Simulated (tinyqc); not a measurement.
Worked calculation: admittance spectroscopy and thermally stimulated current of one trap level in a depletion layer. Computed by tinyqc, a small Python program that keeps every step. Command: `OMP_NUM_THREADS=1 python tinyqc.py 3111172 3111173 out.jsonl admit walk`. One thread of a shared host (Intel(R) Xeon(R) Processor @ 2.30GHz), about 0.01 s of CPU time with the checks. Intermediate numbers are printed to about 5 digits and carried at full precision; extremes and crossings named in words are read from the listed rows.

A Schottky junction on n-type material holds one donor-like electron trap; shallow donors are fully ionised and abrupt depletion edges are assumed.

Inputs (values chosen for the exercise, modelled on n-type beta-Ga2O3):
```
quantity                         value    unit
dielectric constant eps           10.2       -
density-of-states mass m          0.28     m_0
shallow doping N               1.7e+16  1/cm^3
trap density N_t               3.9e+15  1/cm^3
trap depth E_t below the band    0.221      eV
capture cross section sigma    5.8e-16    cm^2
band bending V_b                   1.9       V
test frequency f                  4000      Hz
heating rate beta                 0.15     K/s
```

Constants: k_B = 1.380649e-23 J/K; m_0 = 9.1093837015e-31 kg; h = 6.62607015e-34 J s; k_B = 8.617333262e-05 eV/K; eps_0 = 8.8541878128e-12 F/m; e = 1.602176634e-19 C.

## Temperature of the peak

N_c = 2 (2 pi m k_B T/h^2)^(3/2), v_th = sqrt(3 k_B T/m), emission rate e_n = sigma v_th N_c exp(-E_t/(k_B T)). Where the level crosses the Fermi level capture equals emission, so the trap follows the signal with the rate 2 e_n; G/omega peaks at omega = 2 e_n (the correction for large N_t/N is left out). Solve 2 e_n(T_p) = 2 pi f.

peak temperature T_p = 181.36 K

N_c at T_p = 1.7476e+18 1/cm^3

e_n at T_p = 12566 1/s

E_c - E_F = k_B T_p ln(N_c/N) = 0.072405 eV

## The capacitance step

With E_c - E_F = k_B T_p ln(N_c/N): lambda = sqrt(2 eps eps_0 (E_t - (E_c - E_F))/(e^2 N)); traps are empty and charged for x < x_t = w - lambda, and V_b = e (N w^2 + N_t x_t^2)/(2 eps eps_0). High frequency: C_hf = eps eps_0/w. Low frequency: C_lf = eps eps_0 (N + N_t)/(N w + N_t x_t).

lambda = 99.269 nm

depletion width w = 336.32 nm

crossing point x_t = 237.05 nm

C_hf = 26.853 nF/cm^2

C_lf = 28.419 nF/cm^2

step (C_lf - C_hf)/C_hf = 0.058289

small-N_t estimate (N_t/N)(lambda/w) = 0.067714

Reading N_t/N straight from the step would give 0.0583 against the true 0.229: the factor lambda/w must be known.

## Scan in temperature at fixed frequency

With x = omega/(2 e_n): C = C_hf + (C_lf - C_hf)/(1 + x^2), G/omega = (C_lf - C_hf) x/(1 + x^2); C_hf and C_lf are held at their values at T_p.

Admittance:
```
T (K)  omega/(2 e_n)  C (nF/cm^2)  G/omega (nF/cm^2)
159.6         8.8808       26.873            0.17405
166.9         4.0213       26.945            0.36657
172.3         2.3311       27.097            0.56711
177.7         1.3942       27.385            0.74132
181.4         0.9967       27.639            0.78262
185.0         0.7278       27.877            0.74473
190.4         0.4638       28.142            0.59741
197.7         0.2616       28.318            0.38322
206.8         0.1351       28.391            0.20765
```

The peak of G/omega is half the step, 0.783 nF/cm^2. Its full width is near 2 ln(2 + sqrt3) k_B T_p^2/(E_t + 2 k_B T_p) = 29.6 K.

## Arrhenius plot

T_p for 0.1, 0.3, 1, 3 and 10 f; least-squares lines of ln(e_n/T^2) and of ln(e_n) against 1/(k_B T), e_n = pi f; sigma = exp(intercept)/(v_th N_c/T^2).

Peaks:
```
f (Hz)  T_p (K)  1/(k_B T) (1/eV)  ln(e_n/T^2)  ln(e_n)
400      158.56            73.188  -2.9960e+00    7.136
1200     168.72            68.779  -2.0217e+00    8.235
4000     181.36            63.985  -9.6222e-01    9.439
12000    194.55            59.649  -3.9547e-03   10.537
40000    211.20            54.945   1.0357e+00   11.741
```

depth from e_n/T^2 = 0.221 eV

cross section from the intercept = 5.80e-16 cm^2

depth without the T^2 = 0.25239 eV

Leaving out T^2 adds 31 meV, near 2 k_B T_p = 31 meV.

## Thermally stimulated current

Thermally stimulated current without retrapping: filled share n(T) = exp(-(1/beta) int e_n dT), current proportional to e_n n; the peak obeys beta (E_t/(k_B T^2) + 2/T) = e_n(T). The integral starts at 0.5 T_m and uses 4000 trapezoid steps to 1.2 T_m. Chen's first-order estimate from the full width W = T_2 - T_1 between the half-height points: E = 2.52 k_B T_m^2/W - 2 k_B T_m.

peak temperature T_m = 100.25 K

lower half-height T_1 = 95.320 K

upper half-height T_2 = 103.81 K

filled share at T_m = 0.39202

E_t/(k_B T_m) = 25.582

symmetry factor (T_2 - T_m)/(T_2 - T_1) = 0.41914

depth by Chen's formula = 0.23975 eV

The slow ramp empties the trap at 100 K, far below the admittance peak at 181 K, since the rate asked for is 0.041 per second instead of 13000. Chen's formula, made for a constant prefactor, gives 19 meV more than E_t.

Checks made by the program: C_lf against dQ/dV by differences (relative difference below 1e-10); depth recovered (relative difference below 1e-10); peak of the integrated curve (relative difference 2e-05).
